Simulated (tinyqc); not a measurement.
Sublattice potential against complex hopping: Haldane model. Computed by the program tinyqc. 

Honeycomb lattice:

| parameter | value |
|---|---|
| t1 (eV) | 2.080000 |
| t2 (eV) | 0.190000 |
| phi (rad) | 1.000000 |

H_AA = delta - 2 t2 sum cos(k.b + phi), H_BB = -delta - 2 t2 sum cos(k.b - phi), H_AB = -t1 (1 + exp(-i k.a1) + exp(-i k.a2)), b = a1, a2 - a1, -a2, m = 3 sqrt3 t2 sin(phi); the sign of the Chern number follows the orientation k1 then k2.

Gaps at the two valleys (eV) and Chern number of the lower band (12 x 12 mesh):

| delta | gap 2\|delta - m\| | gap 2\|delta + m\| | Chern number |
|---|---|---|---|
| -1.4950 | 4.6515 | 1.3285 | 0 |
| -1.0800 | 3.8215 | 0.4985 | 0 |
| -0.4980 | 2.6575 | 0.6655 | -1 |
| 0.0000 | 1.6615 | 1.6615 | -1 |
| 0.3320 | 0.9975 | 2.3255 | -1 |
| 0.6230 | 0.4155 | 2.9075 | -1 |
| 1.0380 | 0.4145 | 3.7375 | 0 |
| 1.6610 | 1.6605 | 4.9835 | 0 |

Here |m| = 0.8308 eV. For |delta| < |m| the two valleys have masses of opposite sign and the Chern number is +/-1; one gap closes at |delta| = |m|, and beyond it the band is trivial.
